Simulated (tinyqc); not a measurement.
X-ray photoelectron analysis of a thin oxide on a semiconductor: attenuation lengths, thickness, angle series and band offsets: one step, computed by the program tinyqc.

The same element is seen in the oxide and in the substrate, at nearly the same kinetic energy; films are flat and uniform, and the work function is ignored.

Problem. Peak ratio. R_0 = (rho_o/M_o) L_o/((rho_s/M_s) L_s); peak ratio R = I_ox/I_sub = R_0 [exp(d/(L_o cos theta)) - 1]; hence d = L_o cos theta ln(1 + R/R_0). A carbon layer weakens both peaks alike, by exp(-d_C/(L_o cos theta)) if its L is taken equal to L_o. This R_0 leaves out intrinsic losses from the substrate peak, so calibrated values can be larger.

Inputs (values chosen for the exercise, modelled on SiO2 on silicon):
```
quantity                        value     unit
oxide density                    2.24   g/cm^3
oxide formula mass              60.08    g/mol
substrate density                2.33   g/cm^3
substrate formula mass          28.09    g/mol
oxide thickness d                0.52       nm
emission angle from the normal     55  degrees
carbon overlayer                 0.01       nm
```

L in the oxide = 3.623378 nm

L in the substrate = 2.904375 nm

Give: R_0; d/(L_o cos theta); ratio R; oxide share of the counts; attenuation by carbon; depth 3 L_o cos theta.

Solution.

R_0 = 0.5608

d/(L_o cos theta) = 0.2502

ratio R = 0.1594

oxide share of the counts = 0.1375

attenuation by carbon = 0.9952

depth 3 L_o cos theta = 6.235 nm
